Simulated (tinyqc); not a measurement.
# Resistance of a source-drain extension with a graded tip: what changes with what

y runs along the channel, the gate covers y > 0. The doping is N0 for y < y0 and N0 10^(-(y - y0)/la) beyond, uniform over the depth xj. Sheet conductance s(y) = q mu(N) max(N - Nch, 0) xj + (for y > 0) ma Cox Vo, with mu(N) = u0 + (u1 - u0)/(1 + (N/Nr)^au) and Cox = eps0 eox/tox. Current is taken as one-dimensional; depletion of the tip, spreading and the contact are left out. The metallurgical junction lies at yj, where N = Nch.

Inputs (values chosen for the exercise); mobility law close to that of holes in silicon:
```
symbol,value,unit,meaning
eox,3.9,,relative permittivity of the gate insulator (close to silicon dioxide)
tox,2.7,nm,insulator thickness
N0,2.1e20,cm^-3,active doping of the extension far from the gate
la,4.1,nm/decade,lateral abruptness
y0,0.5,nm,position under the gate where the fall begins (gate edge at 0)
xj,9,nm,depth of the extension
Nch,2.5e18,cm^-3,channel doping
Ls,22,nm,spacer length
Vo,0.49,V,gate overdrive
ma,48,cm^2/(V s),mobility of the gate-induced layer
u1,470.5,cm^2/(V s),mobility at low doping
u0,44.9,cm^2/(V s),mobility at high doping
Nr,2.23e17,cm^-3,reference doping
au,0.719,,exponent
Lg,60,nm,gate length
```

Constants: q = 1.602176634e-19 C, eps0 = 8.8541878128e-14 F/cm where lengths are in cm. Results are converted to the units shown.

Each table varies one quantity; the others keep the values above.

## Abruptness at a fixed junction position

R_spacer = integral of dy/s from -Ls to 0, R_ov from 0 to yj, R_channel = (Lg - 2 yj)/(ma Cox Vo), R_total = 2 R_spacer + 2 R_ov + R_channel. Electrical length L_eff = ma Cox dR_total/d(1/Vo); R_series = R_total - L_eff/(ma Cox Vo). y0 is moved with la so that yj stays at 8.3895 nm.

The same in every row: yj (nm) = 8.390; R_channel (ohm um) = 1437.

Results:

| la (nm/decade) | R_spacer (ohm um) | R_ov (ohm um) | R_total (ohm um) | L_eff (nm) | R_series (ohm um) |
|---|---|---|---|---|---|
| 1 | 15.33 | 19.75 | 1507 | 43.66 | 55.46 |
| 2.3 | 15.33 | 37.98 | 1543 | 44.23 | 73.13 |
| 4.9 | 15.53 | 74.26 | 1616 | 45.36 | 108.5 |
| 6.1 | 17.53 | 89.22 | 1650 | 45.87 | 125.4 |
| 7.4 | 22.22 | 103.2 | 1688 | 46.41 | 144.8 |
| 8.7 | 29.40 | 115.3 | 1726 | 46.93 | 166.1 |
| 10 | 38.82 | 125.6 | 1766 | 47.41 | 189.6 |

Estimate the missing row, la = 3.6 nm/decade.

Computed row:

| la (nm/decade) | R_spacer (ohm um) | R_ov (ohm um) | R_total (ohm um) | L_eff (nm) | R_series (ohm um) |
|---|---|---|---|---|---|
| 3.6 | 15.33 | 56.21 | 1580 | 44.79 | 90.79 |

With this row back in the table: As la goes from 1 to 10 nm/decade, R_total rises from 1510 to 1770 ohm um, R_spacer rises from 15.3 to 38.8 ohm um and R_ov rises from 19.7 to 126 ohm um. R_total changes on average by 28.8 ohm um for each nm/decade. L_eff exceeds the metallurgical length by 0.442 nm in the first row and 4.19 nm in the last, since the gate also controls the lightly doped tips.

## Effect of the depth of the extension

Same model as above.

The same in every row: yj (nm) = 8.390; R_channel (ohm um) = 1437.

Effect of the depth of the extension:

| xj (nm) | R_spacer (ohm um) | R_ov (ohm um) | R_total (ohm um) | L_eff (nm) | R_series (ohm um) |
|---|---|---|---|---|---|
| 4 | 34.49 | 93.93 | 1694 | 46.35 | 152.8 |
| 5.6 | 24.63 | 80.36 | 1647 | 45.73 | 126.6 |
| 7.7 | 17.91 | 68.59 | 1610 | 45.23 | 106.3 |
| 11 | 12.54 | 56.74 | 1575 | 44.76 | 87.40 |
| 15 | 9.196 | 47.64 | 1550 | 44.43 | 73.52 |
| 21 | 6.569 | 39.01 | 1528 | 44.14 | 60.66 |
| 29 | 4.757 | 31.90 | 1510 | 43.92 | 50.13 |
| 40 | 3.449 | 25.89 | 1496 | 43.75 | 41.17 |

Read the table: what changes, and by how much?

As xj goes from 4 to 40, R_total falls from 1690 to 1500 ohm um, L_eff falls from 46.4 to 43.7 nm and R_series falls from 153 to 41.2 ohm um.

Numbers from tinyqc (`OMP_NUM_THREADS=1 python tinyqc.py 2282145 2282146 out.jsonl`; about 0.05 s on one thread of a shared Intel Xeon 2.30GHz).
